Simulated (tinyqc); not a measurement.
Levels against field: parabolic quantum dot in a magnetic field (Fock-Darwin).

Two dimensions, V = m w0^2 r^2/2, one valley. hbar wc = 2 muB B/m, W = sqrt(w0^2 + wc^2/4), E(n, l, s) = (2n + |l| + 1) hbar W - l hbar wc/2 + s gs muB B, n = 0, 1, ..., l = 0, +/-1, ..., s = +/-1/2; length lam = sqrt(2c/(m hbar W)), c = hbar^2/2m0.

Constants: muB = 5.788381798e-05 eV/T; hbar^2/2m0 = 3.80998211 eV angstrom^2.

Values chosen for the exercise (near those of a gate-defined dot in Si; not measured data):
- m = 0.1863 m0 (mass)
- gs = 2.1 (g factor)
- w0 = 1.7 meV (confinement energy hbar w0)
- Bs = (0, 0.68, 1.4, 2.2, 3.3, 4.9, 7.1) T (fields)

Six orbital levels without the Zeeman term.

Levels (meV):

| B (T) | (0,0) | (0,1) | (0,-1) | (0,2) | (1,0) | (0,3) |
|---|---|---|---|---|---|---|
| 0 | 1.700 | 3.400 | 3.400 | 5.100 | 5.100 | 6.800 |
| 0.68 | 1.713 | 3.215 | 3.637 | 4.717 | 5.139 | 6.218 |
| 1.4 | 1.755 | 3.075 | 3.945 | 4.394 | 5.264 | 5.714 |
| 2.2 | 1.832 | 2.981 | 4.348 | 4.130 | 5.497 | 5.278 |
| 3.3 | 1.985 | 2.945 | 4.996 | 3.905 | 5.956 | 4.865 |
| 4.9 | 2.282 | 3.042 | 6.087 | 3.801 | 6.846 | 4.561 |
| 7.1 | 2.785 | 3.364 | 7.776 | 3.943 | 8.355 | 4.522 |

What can be read from this table?

(0,2) crosses (0,-1) where W = 3 wc/2, that is wc = w0/sqrt(2), B = 1.93 T, and (0,3) crosses it at W = wc, B = 3.16 T. States with n = 0 and l >= 0 draw together into the lowest Landau level: their spacing W - wc/2 shrinks from 1.70 to 0.58 meV, while (0,-1) climbs to 4.99 meV above (0,0).

(tinyqc, `OMP_NUM_THREADS=1 python tinyqc.py 1252498 1252499 out.jsonl`, Intel(R) Xeon(R) Processor @ 2.30GHz, 1 thread, shared host, about 0.06 s.)
